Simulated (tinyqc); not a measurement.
Worked calculation: lattice vibrations of a chain. Computed by tinyqc, a small Python program that keeps every step. Command: `OMP_NUM_THREADS=1 python tinyqc.py 26333 26334 out.jsonl` (the two numbers bound the seeds that draw the settings). One thread of a shared host (Intel(R) Xeon(R) Processor @ 2.60GHz), about 0.01 s of CPU time with the checks.

## Dynamical matrix at q = 0.41

A chain moving along its axis:
```
atom,mass (u),spring to the next atom (eV/angstrom^2)
1,97.3000,10.1000
2,19.1000,26.3000
second neighbours,-,1.3000
```

q is in units of 2 pi/a. A spring k from atom i to atom j, n cells on, adds k to Phi_ii and Phi_jj, -k exp(2 pi i q n) to Phi_ij and the conjugate to Phi_ji (for one atom a cell: 2k (1 - cos 2 pi q n)); D_ij = Phi_ij / sqrt(m_i m_j).

D(q) (eV/(angstrom^2 u)):
```
,1,2
1,0.4234,0.2808+0.3269i
2,0.2808-0.3269i,2.1568
```

## Frequencies

omega^2 are the eigenvalues; wavenumber = 521.4708 sqrt(eigenvalue) 1/cm.

eigenvalues: 0.3222  2.2580

wavenumbers (1/cm): 296.0  783.6

weights |e|^2 of the mass-weighted modes:
```
,mode 1,mode 2
atom 1,0.9477,0.0523
atom 2,0.0523,0.9477
```

## Dispersion and heat capacity

C/k_B per atom = mean over q = (j + 1/2)/80, j = 0..39 and all branches of y^2 e^y/(e^y - 1)^2, y = hc wavenumber / k_B T.

Wavenumbers (1/cm):
```
q,branch 1,branch 2
0.0000,0.0000,787.3795
0.0625,59.3596,787.2825
0.1250,116.6008,786.9822
0.1875,169.6469,786.4625
0.2500,216.5056,785.7322
0.3125,255.3188,784.8622
0.3750,284.4321,784.0033
0.4375,302.5012,783.3615
0.5000,308.6300,783.1224
```

Heat capacity:
```
T (K),C/k_B per atom
20,0.0482
50,0.1276
100,0.2727
200,0.4708
300,0.6301
600,0.8640
1200,0.9618
```

zero-point energy per atom = 30.4059 meV
